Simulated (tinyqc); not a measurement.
Equilibrium crystal shape, supported particles, Gibbs-Thomson effect and coarsening: one step, computed by the program tinyqc. Command: `OMP_NUM_THREADS=1 python tinyqc.py 3026319 3026320 out.jsonl wulff walk`. One thread of a shared host (Intel(R) Xeon(R) Processor @ 2.30GHz), about 0.05 s of CPU time with the checks.

A cubic crystal bounded by {100}, {110} and {111} facets only.

Problem. The Wulff shape. Wulff construction: the facet planes lie at distances lambda gamma from the centre, and the shape is the region inside all of them; V = (1/3) sum of area x distance. gamma_mean = sum A gamma / sum A; shape factor eta = A/V^(2/3) (4.836 for a sphere). lambda follows from V = N Omega.

Inputs (values chosen for the exercise, for a model metal): atoms in the particle N = 840000.

gamma (J/m^2): (100) 1.434776, (110) 1.599309, (111) 1.432387

Omega = 16.12030 angstrom^3

Constants: e = 1.602176634e-19 C.

Give: area fractions; gamma_mean; shape factor eta; distances of the planes from the centre; surface energy per atom.

Solution.

area fractions: {100} 0.3761, {110} 0.1419, {111} 0.4820

gamma_mean = 1.457 J/m^2

shape factor eta = 5.131

distances of the planes from the centre (nm): {100} 13.72, {110} 15.30, {111} 13.70

surface energy per atom = 0.03156 eV

Present: {100}, {110}, {111}.
